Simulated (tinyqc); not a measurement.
Stress along the channel: six-band hole subbands of a thin body in a field.

Basis X, Y, Z times spin, hole energies counted downwards from the unstrained edge (the hydrostatic shift is left out), c = hbar^2/2m0. For a symmetric tensor T let C(T) have C_XX = L Txx + M (Tyy + Tzz), C_XY = N Txy (cyclic), L = c (g1 + 4 g2), M = c (g1 - 2 g2), N = 6 c g3. k = q + kz n, n the unit normal, q = k1 u + k2 v with u along the channel [1-10] and v = n x u. H = C(k k^T) + (Dso/3)(1 - L.sigma) - B + e F z with (L_k)_ij = -i epsilon_kij; B is the block C built from the traceless strain with 2b, -b and sqrt(3) d in place of L, M, N. Strain: exx = eyy = (s11 + s12) sx/2, ezz = s12 sx, exy = -s44 sx/4. Hard walls at z = 0 and t; basis sin(j pi z/t), j = 1 to Nz: kz^2 = (j pi/t)^2, kz = -i D with D_jl = 4 j l/(t (j^2 - l^2)), z_jj = t/2 and z_jl = -8 t j l/(pi (j^2 - l^2))^2 for j + l odd; 1 MV/cm = 0.01 eV/angstrom.

Nz = 14. E1 is the top subband at q = 0, gap the distance to the next pair, and the masses are c q^2/(E(q) - E1) at |q| = 0.02 1/angstrom (mean of the spin pair) along the channel [1-10] and across it in the plane; a dash marks a band that does not rise.

Constants: hbar^2/2m0 = 3.80998211 eV angstrom^2.

Parameters, chosen for this exercise (near those of a p-type Si channel; not measured data): g1 = 4.28 (Luttinger gamma1); g2 = 0.34 (gamma2); g3 = 1.45 (gamma3); Dso = 0.044 eV (spin-orbit splitting); b = -2.13 eV (tetragonal potential); d = -4.85 eV (trigonal potential); S = (7.65, -2.18, 12.73) 1/TPa (compliances s11, s12, s44); face = 111 (surface); t = 70 angstrom (body thickness); F = 0.5 MV/cm (field across the body).

Each row has its own sx.

Results:

| sx (GPa) | E1 (meV) | gap (meV) | m channel | m across |
|---|---|---|---|---|
| -3.0 | 20.2 | 89.0 | 0.129 | 1.278 |
| -2.0 | 56.7 | 89.0 | 0.133 | 1.183 |
| -1.0 | 92.3 | 62.2 | 0.145 | 0.924 |
| -0.5 | 108.4 | 38.7 | 0.167 | 0.633 |
| 0.0 | 118.9 | 26.3 | 0.284 | 0.287 |
| 0.5 | 117.2 | 38.1 | 0.526 | 0.173 |
| 1.0 | 109.8 | 60.9 | 0.603 | 0.158 |

What can be read from this table?

Under 2 GPa of compression the channel mass goes from 0.284 to 0.133 m0, the mass across from 0.287 to 1.183; the gap to the next subband is 89, 26 and 61 meV at -2, 0 and +1 GPa. The lightest channel mass of the table, 0.129 m0, is at -3.0 GPa.

Program tinyqc; command `OMP_NUM_THREADS=1 python tinyqc.py 1250132 1250133 out.jsonl`; about 0.5 s on one thread of a shared Intel(R) Xeon(R) Processor @ 2.30GHz.
